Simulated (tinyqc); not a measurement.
## n-type polysilicon, carrier trapping at grain boundaries: effect of the trap density of a grain boundary

One-dimensional grains of size Lg, uniform ionised doping N, monovalent traps Qt at each boundary at a depth Et below (for electrons) or above (for holes) the band edge there, abrupt depletion of width W on each side of a boundary, Boltzmann statistics. xi is the distance from the band edge at the grain centre to the Fermi level. Trapped charge Qt/(1 + exp((xi + VB - Et)/Vt)) = 2 N W, barrier VB = q N W^2/(2 eps0 eps_r).

If the trap equation with xi = Vt ln(NB/N) has a root W < Lg/2, the grain is partly depleted; otherwise W = Lg/2 and the trap equation gives xi = Et - VB + Vt ln(Qt/(N Lg) - 1). N* = Qt/Lg. n0 = NB exp(-xi/Vt); mean density n0 (1 - 2 W/Lg) by charge balance in a partly depleted grain, and n0 (sqrt(pi)/2) erf(u)/u with u = sqrt(VB/Vt) in a fully depleted one; v = sqrt(kB T/(2 pi ms m0)); barrier resistivity Vt exp(VB/Vt)/(q fe n0 v Lg); grain resistivity (1 - 2 W/Lg)/(q n0 mug); effective mobility 1/(q mean density total resistivity). Rows with xi above 0.45 V, towards mid-gap, are left out, since the other carrier type is ignored.

Parameters, values chosen for the exercise; values of the order met in polycrystalline silicon:
- T = 300 K (temperature)
- eps_r = 11.7 (relative permittivity)
- NB = 2.8e19 cm^-3 (conduction-band density of states at T)
- Lg = 53 nm (grain size)
- Et = 0.32 eV (depth of the trap level from the majority band edge at the boundary)
- ms = 0.57 m0 (mass for thermionic emission)
- fe = 0.5 (correction factor of the emission rate)
- mug = 59 cm^2/(V s) (mobility inside the grains)
- N = 1.3e18 cm^-3 (doping)

Constants: q = 1.602176634e-19 C, kB = 1.380649e-23 J/K, m0 = 9.1093837015e-31 kg, Vt = kB T/q, eps0 = 8.8541878128e-14 F/cm where lengths are in cm. Results are converted to the units shown.

The same in every row: xi (V) = 0.079362.

Results:

| Qt (cm^-2) | N/N* | depleted share 2 W/Lg | VB (V) | mean density (cm^-3) | resistivity (ohm cm) | effective mobility (cm^2/(V s)) |
|---|---|---|---|---|---|---|
| 2e11 | 34.450 | 0.029025 | 5.9473e-4 | 1.2623e18 | 0.092465 | 53.476 |
| 5.7e11 | 12.088 | 0.082720 | 0.0048306 | 1.1925e18 | 0.090490 | 57.842 |
| 9.7e11 | 7.1031 | 0.14076 | 0.013988 | 1.1170e18 | 0.092502 | 60.406 |
| 1.6e12 | 4.3063 | 0.23213 | 0.038040 | 9.9823e17 | 0.11974 | 52.218 |
| 2.8e12 | 2.4607 | 0.40328 | 0.11482 | 7.7573e17 | 1.1643 | 6.9104 |
| 4.7e12 | 1.4660 | 0.54028 | 0.20607 | 5.9764e17 | 38.108 | 0.27405 |
| 8e12 | 0.86125 | 0.58352 | 0.24037 | 5.4143e17 | 143.54 | 0.080310 |

Estimate the missing row, Qt = 3.4e11 cm^-2.

Computed row:

| Qt (cm^-2) | N/N* | depleted share 2 W/Lg | VB (V) | mean density (cm^-3) | resistivity (ohm cm) | effective mobility (cm^2/(V s)) |
|---|---|---|---|---|---|---|
| 3.4e11 | 20.265 | 0.049342 | 0.0017188 | 1.2359e18 | 0.091409 | 55.250 |

With this row back in the table: As Qt goes from 2e11 to 8e12, VB rises from 5.95e-4 to 0.240 V, the resistivity goes from 0.0925 through a minimum of 0.0905 (at Qt = 5.7e11 among the rows listed) to 144 ohm cm and the effective mobility goes from 53.5 through a maximum of 60.4 (at Qt = 9.7e11 among the rows listed) to 0.0803 cm^2/(V s). For Qt = 2e11, 3.4e11, 5.7e11, 9.7e11 VB is below Vt, where abrupt depletion and thermionic emission are rough. For Qt = 9.7e11 the effective mobility exceeds mug, since drift through the depleted part of the grain is left out.

Numbers from tinyqc (`OMP_NUM_THREADS=1 python tinyqc.py 2830051 2830052 out.jsonl`; about 0.01 s on one thread of a shared Intel Xeon 2.30GHz).
